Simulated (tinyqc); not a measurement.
Quantum against classical capture: non-radiative capture by multiphonon emission, one effective mode. Computed by tinyqc, a small Python program. Command: `OMP_NUM_THREADS=1 python tinyqc.py 3006161 3006162 out.jsonl capture walk`. One thread of a shared host (Intel(R) Xeon(R) Processor @ 2.30GHz), about 0.01 s of CPU time with the checks.

The initial state (free carrier plus empty centre) lies dE above the final state; both have the same frequency and are displaced by dQ.

Inputs (values chosen for the exercise, with mass, screening and phonons like those of silicon): energy released dE = 0.702 eV; phonon energy hbar omega = 43.9 meV; Huang-Rhys factor S = 7.28; electron-phonon coupling W = 0.0029 eV/(u^(1/2) angstrom); cell volume V = 1580 angstrom^3; degeneracy g = 4; broadening b = 28 meV; carrier mass m = 0.84 m_0; dielectric constant eps = 12.1; temperature T = 400 K.

Centre: attractive.

Constants: hbar^2/u = 4.18015928e-03 eV angstrom^2; k_B = 8.617333262e-05 eV/K; hbar = 6.582119569e-16 eV s; Ry = 13.605693123 eV.

Method:
- dQ = sqrt(2 S (hbar^2/u)/hbar omega); relaxation energy lambda = S hbar omega; phonons needed P = dE/hbar omega; classical barrier E_b = (dE - lambda)^2/(4 lambda); occupation n = 1/(exp(hbar omega/k_B T) - 1).
- M_p = sum_m w_m <m_i|Q|(m + p)_f>^2 with Q counted from the final minimum and Boltzmann weights w_m for m = 0..24; <m_i|Q|k_f> = sqrt((hbar^2/u)/(2 hbar omega)) [sqrt(k) <m|k-1> + sqrt(k+1) <m|k+1>], with overlaps of oscillators displaced by d = sqrt(2 S) summed on 1500 points from -16 to 16 + d.
- The delta function is a Gaussian of standard deviation b at dE - p hbar omega.
- C_0 = V (2 pi/hbar) g W^2 sum_p M_p Gaussian_p. Here the sum runs over all p.
- Classical (Marcus) form: replace the sum by Q_c^2 exp(-E_b/k_B T)/sqrt(4 pi lambda k_B T), Q_c = dQ (dE + lambda)/(2 lambda).
- Sommerfeld factor of an attractive centre: s(k) = 2 pi nu/(1 - exp(-2 pi nu)), nu = sqrt(Ry*/E), Ry* = Ry m/eps^2, averaged over (2/sqrt(pi)) sqrt(x) exp(-x) dx with x = E/k_B T = t^2 (trapezoid, t to 6 in steps of 0.01).
- The last column is -k_B d ln C_0/d(1/T) from this row and the one above.

dQ = 1.17746 u^(1/2) angstrom

lambda = 0.319592 eV

classical barrier E_b = 0.114393 eV

Against temperature:
```
T (K)  C_0, quantum (cm^3/s)  C_0, classical (cm^3/s)  Sommerfeld factor  activation energy (eV)
41                9.2769e-11               1.3099e-22             33.325                       -
76                9.3260e-11               2.8762e-16             24.477              4.0534e-05
130               1.0106e-10               3.1134e-13             18.715              1.2664e-03
200               1.2965e-10               8.9505e-12             15.090              7.9745e-03
310               2.0847e-10               7.5776e-11             12.124              2.3068e-02
460               3.5319e-10               2.5134e-10              9.960              4.3191e-02
710               5.9949e-10               5.5887e-10              8.033              5.9560e-02
1100              8.7126e-10               8.7123e-10              6.483              6.4517e-02
```

At 41.0 K the quantum value is 7.1e11 times the classical one: C_0 comes from tunnelling out of the lowest level and hardly depends on T. At 1100 K the ratio is 1.0. The largest apparent activation energy is 0.065 eV against the classical barrier of 0.114 eV, so an Arrhenius fit understates the barrier, through tunnelling and the broadening b at low T and the T^(-1/2) prefactor at high T. The measured coefficient is C = s C_0, and s changes by a factor 0.19 over these rows, so C changes by 1.8 where C_0 changes by 9.4.

Extremes, crossings and ranges named in words are read from the listed rows.
